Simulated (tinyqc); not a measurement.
# Surface Green function of a two-leg ladder, Sancho-Rubio decimation: effect of the broadening

A semi-infinite lead of cells 0, 1, 2, ... with H0 inside a cell and H1 = <cell i|H|cell i + 1>. One rung (site 1 on leg a, site 2 on leg b) is a cell; all hoppings enter with a minus sign. z = E + i eta.

Start with e_s = e = H0, a = H1, b = H1^dagger. Each round: g = (z - e)^(-1); e_s <- e_s + a g b; e <- e + a g b + b g a; a <- a g a; b <- b g b (all with the old a, b). Round k joins cells 2^k apart. Stop when the largest entry of the matrices a and b is below 1e-12 eV; g_s = (z - e_s)^(-1), bulk (z - e)^(-1), density of states -Im Tr/pi. The last column counts the steps of the plain recursion g <- (z - H0 - H1 g H1^dagger)^(-1), one cell a step from g = (z - H0)^(-1), until no entry changes by more than 1e-8 1/eV.

Values chosen for this exercise:
- E = 2.94 eV (energy)

H0 (eV):

|  | 1 | 2 |
|---|---|---|
| 1 | 0 | -1.2 |
| 2 | -1.2 | -0.32 |

H1 (eV):

|  | 1 | 2 |
|---|---|---|
| 1 | -1 | 0 |
| 2 | 0 | -1.18 |

Result of one run:

| rounds | surface density of states (1/eV) | plain steps |
|---|---|---|
| 9 | 0.1346 | 95 |

Which broadening eta gave this result: 0.3, 0.1, 0.04 or 0.004 eV?

eta = 0.1 eV.

The whole series:

| eta (eV) | rounds | surface density of states (1/eV) | plain steps |
|---|---|---|---|
| 0.3 | 7 | 0.1281 | 34 |
| 0.1 | 9 | 0.1346 | 95 |
| 0.04 | 10 | 0.1392 | 235 |
| 0.02 | 11 | 0.1411 | 470 |
| 0.01 | 12 | 0.1421 | 940 |
| 0.004 | 13 | 0.1428 | 2351 |

The rounds go from 7 to 13 and the plain steps from 34 to 2351. Inside a band the plain recursion needs a number of steps that grows as 1/eta, the decimation only as log2(1/eta). The density of states tends to 0.1432 1/eV as eta goes to zero; the first row is 11 % below that and the last 0.31 % below it.

Computed by the program tinyqc: `OMP_NUM_THREADS=1 python tinyqc.py 2680012 2680013 out.jsonl`, one thread of a shared Intel Xeon 2.30GHz, about 0.05 s for the whole run.
